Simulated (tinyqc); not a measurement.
# Bandgap voltage reference from two bipolar transistors: effect of the area ratio of the second transistor

Two transistors of area 1 and N carry the same current I. Is(T) = Is (T/T0)^eta exp[(Vg0 q/kB)(1/T0 - 1/T)], VBE1 = Vt ln(I/Is(T)) + I rb, VBE2 = Vt ln(I/(N Is(T))) + I rb/N. The amplifier forces I R1(T) = VBE1 - VBE2 + Vos, with R(T) = R (1 + tc (T - T0)) for both resistors, and the output is Vref = VBE1 + I R2(T). Base currents and the Early effect are neglected.

Vt = kB T/q; I = (Vt ln N + Vos)/(R1(T) - rb (1 - 1/N)). Box coefficient: span of Vref between 233 and 398 K over its average over T and over 165 K. The last column is the R2 that gives zero slope at T0.

Inputs (values chosen for the exercise); values of the order met in silicon bipolar transistors: reference temperature T0 = 300 K; band-gap voltage extrapolated to 0 K Vg0 = 1.172 V; temperature exponent of the saturation current eta = 3.1; saturation current of the unit transistor at T0 Is = 2.6e-18 A; resistor across which the difference of VBE falls, at T0 R1 = 13 kohm; temperature coefficient of both resistors tc = 0 ppm/K; offset of the amplifier Vos = 0 mV; series resistance of the unit transistor rb = 34 ohm; output resistor at T0 R2 = 114.6 kohm.

Constants: q = 1.602176634e-19 C, kB = 1.380649e-23 J/K. Results are converted to the units shown.

Effect of the area ratio of the second transistor:
```
N,I at T0 (uA),Vref at T0 (V),slope at T0 (uV/K),box coefficient (ppm/K),R2 for zero slope (kohm)
2,1.380,0.8562,-1234,1484,382.8
4,2.762,1.033,-645.9,639.0,184.7
8,4.145,1.201,-82.65,74.75,120.6
15,5.398,1.352,419.2,303.6,91.30
24,6.336,1.464,791.2,531.6,77.14
48,7.718,1.627,1336,807.1,62.66
100,9.182,1.799,1911,1041,52.17
```

As N goes from 2 to 100, Vref rises from 0.8562 to 1.799 V and the box coefficient goes from 1480 through a minimum of 74.7 (at N = 8 among the rows listed) to 1040 ppm/K. A larger N needs a smaller R2/R1, which lowers the gain seen by offset and noise.

tinyqc, about 0.02 s, one thread, Intel Xeon 2.30GHz (shared host): `OMP_NUM_THREADS=1 python tinyqc.py 2062076 2062077 out.jsonl`
